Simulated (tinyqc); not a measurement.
# Reverse leakage of an n+-p junction: diffusion, generation, trap-assisted and band-to-band tunnelling: leakage components against the temperature

One-sided abrupt junction in the depletion approximation, x from the junction (0) to W on the p side, field F = F0 (1 - x/W). Flat quasi-Fermi levels, long p side. Traps generate through SRH with both lifetimes shortened by 1 + Gamma (Hurkx enhancement, form for moderate fields); band-to-band generation is local and needs a total bending above Eg.

Nc and Nv are given at 358 K and scale as (T/358 K)^1.5; all else is held fixed. ni = sqrt(Nc Nv) exp(-Eg/(2 Vt)), Eg in volts; Vbi = Vt ln(Na Nd/ni^2); W = sqrt(2 eps0 eps_r (Vbi + VR)/(q Na)); F0 = 2 (Vbi + VR)/W; FG = sqrt(24 mt m0 (kB T)^3)/(q hbar); J_diff = q ni^2 sqrt(Dn/tau)(1 - exp(-VR/Vt))/Na. u = (Vbi + VR)(1 - x/W)^2, p = Na exp(-u/Vt), n = Nd exp((u - Vbi - VR)/Vt); G0 = ni^2 (1 - exp(-VR/Vt))/(tau (n + p + 2 ni cosh(Et/Vt))); Gamma = 2 sqrt(3 pi)(F/FG) exp((F/FG)^2); trap-assisted part G0 Gamma; G_bb = Ab F^2.5 exp(-Bb/F) with F in V/cm, zero unless Vbi + VR > Eg, and counted as zero under 1 cm^-3 s^-1. Currents are q times the integrals over 0 to W; J_bb under 1e-8 of J is printed as 0; rows with F0/FG above 2.2, beyond the range of this Gamma, are left out.

Inputs (values chosen for the exercise); band and dielectric values close to those of silicon: band gap Eg = 1.12 eV; relative permittivity eps_r = 11.9; conduction-band density of states at the reference temperature Nc = 3.69e19 cm^-3; valence-band density of states at the reference temperature Nv = 3.44e19 cm^-3; acceptor density of the lighter side Na = 2.6e17 cm^-3; donor density of the heavier side Nd = 5e19 cm^-3; SRH lifetime of both carriers at zero field tau = 6e-7 s; trap level above the intrinsic level Et = -0.04 eV; tunnelling mass mt = 0.27 m0; electron diffusion coefficient on the lighter side Dn = 4.6 cm^2/s; band-to-band prefactor Ab = 4.6e14 cm^-0.5 V^-2.5 s^-1; band-to-band field constant Bb = 1.87e7 V/cm; reverse bias VR = 0.4 V.

Constants: q = 1.602176634e-19 C, kB = 1.380649e-23 J/K, hbar = 1.054571817e-34 J s, m0 = 9.1093837015e-31 kg, Vt = kB T/q, eps0 = 8.8541878128e-14 F/cm where lengths are in cm. Results are converted to the units shown.

The same in every row: J_bb (A/cm^2) = 0.

Result of one run:
```
T (K)  F0 (kV/cm)  F0/FG  J_diff (A/cm^2)  J_SRH (A/cm^2)  J_TAT (A/cm^2)  J (A/cm^2)              largest part
370           329  0.627          1.33e-9         1.42e-7         4.19e-7     5.62e-7  trap-assisted tunnelling
```

What becomes of these results when the temperature T is changed from 370 to 310 K, all else the same?

Result of the changed run:
```
T (K)  F0 (kV/cm)  F0/FG  J_diff (A/cm^2)  J_SRH (A/cm^2)  J_TAT (A/cm^2)  J (A/cm^2)              largest part
310           334  0.829         8.71e-13         2.83e-9         1.29e-8     1.58e-8  trap-assisted tunnelling
```

The whole series:
```
T (K)  F0 (kV/cm)  F0/FG  J_diff (A/cm^2)  J_SRH (A/cm^2)  J_TAT (A/cm^2)  J (A/cm^2)              largest part
220           340   1.41         1.11e-20        1.71e-13        2.57e-12    2.74e-12  trap-assisted tunnelling
250           338   1.16         1.95e-17        9.29e-12        8.26e-11    9.19e-11  trap-assisted tunnelling
280           336  0.972         7.18e-15        2.18e-10         1.33e-9     1.55e-9  trap-assisted tunnelling
310           334  0.829         8.71e-13         2.83e-9         1.29e-8     1.58e-8  trap-assisted tunnelling
340           332  0.717         4.64e-11         2.37e-8         8.53e-8     1.09e-7  trap-assisted tunnelling
370           329  0.627          1.33e-9         1.42e-7         4.19e-7     5.62e-7  trap-assisted tunnelling
400           327  0.554          2.34e-8         6.57e-7         1.63e-6     2.31e-6  trap-assisted tunnelling
430           324  0.493          2.80e-7         2.48e-6         5.27e-6     8.03e-6  trap-assisted tunnelling
```

J rises from 2.74e-12 to 8.03e-6 A/cm^2. Trap-assisted tunnelling leads at T = 220 and in all other rows. Activation energies over the table: 1.20 eV for diffusion (Eg = 1.12 eV, raised by the T^3 of ni^2), 0.640 eV for SRH generation (Eg/2 + |Et| = 0.600 eV), 0.564 eV for the trap-assisted part, lower since Gamma grows on cooling; the total shows 0.555 eV at the cold end and 0.615 eV at the hot end.

Range of the model: The n+ side is degenerate, so Vbi from Boltzmann statistics is only a guide.

Program tinyqc, `OMP_NUM_THREADS=1 python tinyqc.py 2290158 2290159 out.jsonl`; Intel Xeon 2.30GHz, shared host, one thread, about 0.01 s.
